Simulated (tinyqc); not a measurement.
# Planar ballistic transistor, top-of-the-barrier model: what changes with what

At the top of the source barrier, states moving towards the drain are filled by the source (Fermi level 0) and states moving back by the drain (Fermi level -q Vd); nothing scatters. U is the shift of the band edge there, set by the capacitances CG, CD and CS (the total) and by the charge. Parabolic two-dimensional band; the source is grounded.

Values chosen for this exercise; mass and valleys close to those of indium arsenide: temperature T = 250 K; effective mass m = 0.0304 m0; valley degeneracy gv = 1; relative permittivity of the gate insulator eox = 7.5; insulator thickness tox = 2.8 nm; gate control CG/CS aG = 0.91; drain control CD/CS aD = 0.053; band edge at the barrier top above the source Fermi level at zero bias E0 = 0.39 eV.

Constants: q = 1.602176634e-19 C, kB = 1.380649e-23 J/K, hbar = 1.054571817e-34 J s, m0 = 9.1093837015e-31 kg, Vt = kB T/q, eps0 = 8.8541878128e-14 F/cm where lengths are in cm. Results are converted to the units shown.

Each table varies one quantity; the others keep the values above.

## Effect of the insulator thickness

N0 = gv m kB T/(pi hbar^2), CG = eps0 eox/tox, vT = sqrt(2 kB T/(pi m)), CS = CG/aG, n0 = n at U = 0 and Vd = 0. eta1 = -(E0 + U)/Vt, eta2 = eta1 - Vd/Vt, n = (N0/2)[F_0(eta1) + F_0(eta2)], F_0(x) = ln(1 + exp x). U = UL + q (n - n0)/CS with UL = -(aG Vg + aD Vd), energies in eV. I = q (N0/2) vT [F_(1/2)(eta1) - F_(1/2)(eta2)] per width, F_(1/2)(x) = (2/sqrt(pi)) int_0^infinity u^(1/2)/(1 + exp(u - x)) du. CQ = (q/Vt) dn/d(eta1). E0 is held fixed.

In this table Vg = 0.5 V, Vd = 0.5 V.

Result of one run:
```
tox (nm),eta1,n (cm^-2),I (uA/um),mean velocity I/(q n) (cm/s),CQ/CS
2.4,3.172,4.395e11,297.1,4.218e7,0.3211
```

What becomes of these results when the insulator thickness tox is changed from 2.4 to 5.4 nm, all else the same?

Result of the changed run:
```
tox (nm),eta1,n (cm^-2),I (uA/um),mean velocity I/(q n) (cm/s),CQ/CS
5.4,2.385,3.383e11,211.0,3.893e7,0.6893
```

The whole series:
```
tox (nm),eta1,n (cm^-2),I (uA/um),mean velocity I/(q n) (cm/s),CQ/CS
0.5,3.969,5.455e11,397.9,4.552e7,0.06841
0.74,3.848,5.293e11,381.7,4.501e7,0.1010
1.1,3.679,5.067e11,359.7,4.431e7,0.1496
1.6,3.467,4.785e11,332.8,4.342e7,0.2163
2.4,3.172,4.395e11,297.1,4.218e7,0.3211
3.6,2.808,3.922e11,255.5,4.067e7,0.4733
5.4,2.385,3.383e11,211.0,3.893e7,0.6893
8,1.937,2.834e11,168.7,3.715e7,0.9747
```

As tox goes from 0.5 to 8 nm, n falls from 5.46e11 to 2.83e11 cm^-2, the mean velocity falls from 4.55e7 to 3.72e7 cm/s and the current falls from 398 to 169 uA/um. CQ/CS goes from 0.068 to 0.97. Over the range the current goes as tox^(-0.31) on average. For tox = 0.5 to 0.74 nm the insulator is under 1 nm thick, where gate tunnelling would matter.

## Effect of the valley degeneracy

Same model as above.

CQ = (q/Vt) dn/d(eta1). E0 is held fixed.

In this table Vg = 0.5 V, Vd = 0.5 V.

Result of one run:
```
gv,eta1,n (cm^-2),I (uA/um),mean velocity I/(q n) (cm/s),CQ/CS
6,1.0629,1.1159e12,607.90,3.4001e7,1.7407
```

What becomes of these results when the valley degeneracy gv is changed from 6 to 3, all else the same?

Result of the changed run:
```
gv,eta1,n (cm^-2),I (uA/um),mean velocity I/(q n) (cm/s),CQ/CS
3,1.8797,8.2967e11,490.92,3.6931e7,1.0159
```

The whole series:
```
gv,eta1,n (cm^-2),I (uA/um),mean velocity I/(q n) (cm/s),CQ/CS
1,3.0417,4.2246e11,281.84,4.1639e7,0.37255
2,2.3451,6.6660e11,414.06,3.8769e7,0.71240
3,1.8797,8.2967e11,490.92,3.6931e7,1.0159
4,1.5398,9.4880e11,542.02,3.5655e7,1.2857
6,1.0629,1.1159e12,607.90,3.4001e7,1.7407
```

As gv goes from 1 to 6, n rises from 4.22e11 to 1.12e12 cm^-2, the mean velocity falls from 4.16e7 to 3.40e7 cm/s and the current rises from 282 to 608 uA/um. CQ/CS goes from 0.37 to 1.7.

## Output curve

Same model as above.

CQ = (q/Vt) dn/d(eta1).

In this table Vg = 0.5 V.

Output curve:
```
Vd (V),eta1,n (cm^-2),I (uA/um),mean velocity I/(q n) (cm/s),CQ/CS
0.01,1.7188,4.6362e11,35.626,4.7962e6,0.63472
0.025,1.8636,4.2583e11,82.575,1.2103e7,0.59901
0.05,2.0642,3.7708e11,141.78,2.3467e7,0.51663
0.1,2.2944,3.3949e11,196.33,3.6096e7,0.38866
0.15,2.4084,3.4266e11,212.71,3.8745e7,0.36219
0.2,2.5016,3.5312e11,222.77,3.9375e7,0.36121
0.3,2.6824,3.7597e11,241.83,4.0147e7,0.36535
0.4,2.8623,3.9913e11,261.50,4.0892e7,0.36924
0.6,3.2208,4.4593e11,302.84,4.2388e7,0.37535
0.8,3.5779,4.9319e11,346.77,4.3884e7,0.37973
```

The current rises from 35.6 to 347 uA/um; n goes from 4.64e11 through a minimum of 3.39e11 (at Vd = 0.1 V among the rows listed) to 4.93e11 cm^-2 and eta1 rises from 1.72 to 3.58. The resistance in the first row is 281 ohm um, though nothing scatters in the channel. The current passes 90 % of its last value at Vd = 0.8 V among the rows, where eta2 = -34; returning states are gone from Vd = 0.3 V on (eta2 < -7), and from there the drain control aD lifts eta1 from 2.68 to 3.58.

Numbers from tinyqc (`OMP_NUM_THREADS=1 python tinyqc.py 2400026 2400027 out.jsonl`; about 0.01 s on one thread of a shared Intel Xeon 2.30GHz).
